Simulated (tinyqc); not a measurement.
Four methods from the same start: geometry relaxation of a small cluster. Computed by tinyqc, a small Python program. Command: `OMP_NUM_THREADS=1 python tinyqc.py 3029562 3029563 out.jsonl relax walk`. One thread of a shared host (Intel(R) Xeon(R) Processor @ 2.30GHz), about 0.02 s of CPU time with the checks.

E = sum_i {sum_j A exp(-p (r_ij/r0 - 1)) - xi sqrt(rho_i)}, rho_i = sum_j exp(-2 q (r_ij/r0 - 1)); the force on i is -sum_j w_ij (R_i - R_j)/r_ij with w_ij = -(2p/r0) A exp(-p (r_ij/r0 - 1)) + (xi q/r0) exp(-2 q (r_ij/r0 - 1)) (rho_i^(-1/2) + rho_j^(-1/2)).

Inputs (values chosen for the exercise, for model atoms):
```
quantity                 value           unit
length r0                 2.38       angstrom
repulsion A               0.11             eV
hopping xi                 1.4             eV
decay p                   9.65              -
decay q                   2.63              -
step factor eta          0.047  angstrom^2/eV
largest number of steps    500              -
```

Potential: Gupta. Method: conjugate gradient.

starting positions (angstrom):
```
            x      y      z
atom 1  -0.03  -0.01  -0.15
atom 2   2.33  -0.11  -0.25
atom 3   1.17      2   -0.1
atom 4   1.26   0.59   1.76
```

Method:
- Conjugate gradient (Polak-Ribiere): d = F + beta d(old), beta = max(0, F.(F - F(old))/|F(old)|^2), d = F at first; step length from one secant, s = eta (F.d)/(F.d - F(R + eta d).d), replaced by eta if that is not positive; R(new) = R + s d.
- No atom moves more than 0.3 angstrom a step (the whole step is scaled). Stop when the largest force component is below 1e-5 eV/angstrom.
- Hessian at the final positions by central differences of the forces; six eigenvalues vanish (translations and rotations). Steepest descent is stable for eta below 2/lambda_max and contracts the softest mode by 1 - eta lambda_min a step.
- Steepest descent: R(new) = R + eta F.
- BFGS: R(new) = R + B F with the inverse Hessian B = eta 1 at first; with s = R(new) - R, y = F - F(new), rho = 1/(y.s): B(new) = (1 - rho s y^T) B (1 - rho y s^T) + rho s s^T, skipped if y.s is not positive.
- FIRE with unit mass: if F.v > 0, v = (1 - a) v + a |v| F/|F|, and after more than 5 such steps in a row dt = min(1.1 dt, 5 dt0), a = 0.99 a; else v = 0, a = 0.1, and dt = dt/2 (not at the first step). Then v = v + dt F, R(new) = R + dt v. dt0 = sqrt(eta), a = 0.1 at first.
- In this comparison each method may take up to 1500 steps.

contraction of the softest mode = 0.799112

non-zero eigenvalues (eV/angstrom^2): 4.2742  4.2742  10.2555  10.2555  10.2555  27.3395

condition number = 6.39636

Cost:
```
method              steps  force calls  final E (eV)  calls to reach 1e-2
steepest descent       43           44       -9.1528                   13
conjugate gradient     10           21       -9.1528                   11
BFGS                   15           16       -9.1528                    9
FIRE                   98           99       -9.1528                   40
```

In force calls the order is BFGS (16), conjugate gradient (21), steepest descent (44), FIRE (99). All that converged end at the same energy. Near the minimum steepest descent multiplies the slowest mode by 0.799 in size a step, 10 steps a decade of force, at a condition number of 6.4. On this problem it beats FIRE in force calls.

Extremes, crossings and ranges named in words are read from the listed rows.
